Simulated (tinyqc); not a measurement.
# p-n heterojunction, non-linear Poisson equation by Newton steps, Fermi-Dirac statistics, step by step

tinyqc, about 0.4 s, one thread, Intel Xeon 2.30GHz (shared host): `OMP_NUM_THREADS=1 python tinyqc.py 2040111 2040112 out.jsonl` Printed values are rounded.

One dimension, material 1 (p-type) at x < 0 and material 2 (n-type) at x > 0. Band edges: Ec = -psi in material 1 and -psi + dEc in material 2, Ev = Ec - Eg. Flat quasi-Fermi levels: 0 for holes, +V for electrons. n = Nc F((EFn - Ec)/Vt), p = Nv F((Ev - EFp)/Vt), with F(eta) = F_1/2(eta) = (2/sqrt(pi)) int_0^infinity sqrt(u) du/(1 + exp(u - eta)) (Fermi-Dirac statistics); full ionisation, no interface charge, classical densities; the doping types are chosen for the exercise.

Values chosen for this exercise; band and dielectric values those of a made-up pair: temperature T = 300 K; band gap of material 1 Eg1 = 3.78 eV; relative permittivity of material 1 er1 = 9.57; conduction-band density of states of material 1 Nc1 = 2.68e18 cm^-3; valence-band density of states of material 1 Nv1 = 4.69e19 cm^-3; band gap of material 2 Eg2 = 3.97 eV; relative permittivity of material 2 er2 = 9.66; conduction-band density of states of material 2 Nc2 = 2.88e18 cm^-3; valence-band density of states of material 2 Nv2 = 5.46e19 cm^-3; conduction-band offset Ec2 - Ec1 dEc = 0.34 eV; acceptor density of material 1 N1 = 1.7e18 cm^-3; donor density of material 2 N2 = 4.3e16 cm^-3; bias of side 1 against side 2 V = 0.74 V.

Constants: q = 1.602176634e-19 C, kB = 1.380649e-23 J/K, Vt = kB T/q, eps0 = 8.8541878128e-14 F/cm where lengths are in cm. Results are converted to the units shown.

## Offsets and end potentials

dEv = Ev1 - Ev2 = Eg2 - Eg1 - dEc. Neutrality of the majority carriers far from the junction: Nv1 F((-psi_L - Eg1)/Vt) = N1 and Nc2 F((V + psi_R - dEc)/Vt) = N2. Total bending psi_R - psi_L.

dEv = -0.15 eV
psi_L = -3.69457 V
psi_R = -0.508554 V
psi_R - psi_L = 3.18602 V

The alignment is staggered (type II): dEc and dEv have opposite signs.

## Permittivity of the intervals

x, node 0 to 11 (nm): -34  -24.7  -17.1  -10.9  -5.86  -1.7  1.7  10.2  31.2  83.5  214  538

er1 or er2; the interface lies midway in its interval, which gets the series value 2 er1 er2/(er1 + er2).

eps_r, interval 0 to 10: 9.57  9.57  9.57  9.57  9.57  9.61479  9.66  9.66  9.66  9.66  9.66

## Couplings between neighbouring nodes

a_i = eps0 eps_r/h_i for the interval from node i to i + 1, with h_i = x_(i+1) - x_i in cm.

coupling a_i, interval 0 to 10 (F/cm^2): 9.11124e-7  1.11493e-6  1.36669e-6  1.68124e-6  2.03689e-6  2.50386e-6  1.00625e-6  4.07293e-7  1.63540e-7  6.55413e-8  2.63986e-8

## Starting potential

material, node 0 to 11: 1  1  1  1  1  1  2  2  2  2  2  2

psi_L + (psi_R - psi_L)(1 + tanh(x/s))/2 on the inner nodes with s = 48 nm, psi_L and psi_R on the ends.

psi at the start, node 0 to 11 (V): -3.69457  -2.85587  -2.64622  -2.45722  -2.29508  -2.15796  -2.04517  -1.76805  -1.19089  -0.60385  -0.50898  -0.50855

## Iteration 1: densities, residual and Jacobian diagonal

n_i = Nc F(a_n), a_n = (V - Ec_i)/Vt; p_i = Nv F(a_p), a_p = (Ec_i - Eg)/Vt; rho_i = p_i - n_i + C_i with C = -N1 or +N2; g_i = (Nc F'(a_n) + Nv F'(a_p))/Vt with F' = F_-1/2(eta) = (1/sqrt(pi)) int_0^infinity u^(-1/2) du/(1 + exp(u - eta)). Box widths w_i = (h_(i-1) + h_i)/2 in cm. Residual F_i = a_i (psi_(i+1) - psi_i) - a_(i-1) (psi_i - psi_(i-1)) + q rho_i w_i; Jacobian: a_(i-1) and a_i beside the diagonal, b_i = -a_(i-1) - a_i - q g_i w_i on it. The two end nodes are fixed.

```
node    n (cm^-3)    p (cm^-3)
0     6.21647e-32       1.7e18
1     7.64128e-18      14008.4
2     2.54104e-14      4.21253
3     3.80354e-11   0.00281428
4      2.01334e-8   5.31665e-6
5      4.05038e-6   2.64277e-8
6     6.63450e-10   1.29767e-7
7      2.99995e-5  2.86985e-12
8       1.48960e5  5.77969e-22
9      1.08341e15  7.94552e-32
10     4.22988e16  2.02484e-33
11         4.3e16  1.99165e-33
```

```
node  residual F (C/cm^2)  diagonal b (F/cm^2)
1             -7.60580e-7          -2.02605e-6
2             -1.63359e-7          -2.48162e-6
3             -1.38799e-7          -3.04793e-6
4             -1.18571e-7          -3.71813e-6
5             -9.98495e-8          -4.54075e-6
6             5.33224e-10          -3.51011e-6
7             -3.36093e-8          -1.41355e-6
8             -1.13822e-7          -5.70833e-7
9             -2.84040e-8          -2.90443e-7
10            -3.65336e-9          -6.01845e-6
```

## Iteration 1: Newton step

Solve the tridiagonal system a_(i-1) d_(i-1) + b_i d_i + a_i d_(i+1) = -F_i for nodes 1 to 10, with d = 0 on fixed nodes. Half of the step is added while the largest |d| exceeds 1.5 Vt, the full step after that.

Newton step d, before damping, node 1 to 10 (V): -1.40891  -1.87811  -2.14134  -2.27276  -2.32303  -2.32404  -2.32710  -2.25212  -1.36940  -0.01552
psi after iteration 1, node 0 to 11 (V): -3.69457  -3.56032  -3.58528  -3.52788  -3.43146  -3.31947  -3.20719  -2.93160  -2.31695  -1.28855  -0.51674  -0.50855

## Course of the Newton iteration

Stop when the largest undamped |d| is below 1e-9 V, or after 80 iterations.

Course of the iteration:
```
iteration  largest |F| (C/cm^2)  largest |d| (V)  at node
1                       7.61e-7             2.33        7
2                       3.79e-7             1.28        8
3                       9.19e-5            0.179        9
4                       5.03e-5            0.108        3
5                       2.77e-5           0.0749        3
6                       1.55e-5           0.0547        3
7                       8.82e-6           0.0425        3
8                       5.10e-6           0.0378        7
9                       1.63e-6           0.0368        5
10                      5.30e-7           0.0398        5
11                      3.07e-7           0.0363        5
12                      8.45e-8           0.0216        5
13                      2.59e-8          9.90e-3        6
14                      3.97e-9          1.89e-3        6
15                     1.10e-10          5.21e-5        6
16                     7.91e-14          3.64e-8        6
17                      < 1e-19          < 1e-12        6
```

Converged in 17 iterations. Once the step is below 0.1 Vt, 3 more iteration(s) reach the threshold: near the solution the error is roughly squared each time.

## Band edges, densities and displacement

converged psi, node 0 to 11 (V): -3.69457  -3.69447  -3.69358  -3.68772  -3.66199  -3.59683  -3.50366  -3.31482  -2.87338  -1.92838  -0.53113  -0.50855

Ec, Ev, n and p as defined; D = a_k (psi_(k+1) - psi_k) on the interval that holds the interface.

```
node  Ec (eV)   Ev (eV)    n (cm^-3)    p (cm^-3)
0     3.69457  -0.08543  6.21647e-32       1.7e18
1     3.69447  -0.08553  6.24120e-32   1.69335e18
2     3.69358  -0.08642  6.46022e-32   1.63664e18
3     3.68772  -0.09228  8.10159e-32   1.30829e18
4     3.66199  -0.11801  2.19244e-31   4.86447e17
5     3.59683  -0.18317  2.72547e-30   3.92631e16
6     3.84366  -0.12634  2.09003e-34   4.10833e17
7     3.65482  -0.31518  3.10857e-31   2.76956e14
8     3.21338  -0.75662  8.09918e-24    1.06300e7
9     2.26838  -1.70162   6.07881e-8   1.41630e-9
10    0.87113  -3.09887   1.80116e16  4.76937e-33
11    0.84855  -3.12145       4.3e16  1.99165e-33
```

D = 233.287 nC/cm^2

## Check against the first integral

Exact first integral: on each side D^2/(2 eps0 er) = G, G = q [Vt (nI_j - nI_b) + Vt (pI_j - pI_b) - C (psi_j - psi_b)], with C = -N1 or +N2, b the neutral end of that side, and nI, pI the densities with F_1/2 replaced by F_3/2(eta) = (4/(3 sqrt(pi))) int_0^infinity u^(3/2) du/(1 + exp(u - eta)). D is continuous, so er1 G1(psi_j) = er2 G2(psi_j) fixes psi_j. Ends from Nv1 F((-psi_L - Eg1)/Vt) = N1 and Nc2 F((V + psi_R - dEc)/Vt) = N2. D is counted positive when psi rises towards material 2.

psi_j = -3.55159 V
D = 232.456 nC/cm^2
psi_j - psi_L = 0.142980 V
psi_R - psi_j = 3.04304 V
Ec1 - EFn at the interface = 2.81159 eV
Ec2 - EFn at the interface = 3.15159 eV

Material 2 takes 95.5 % of the bending. The 12-node mesh gave D = 233.3 nC/cm^2, 0.36 % above the exact value in size.
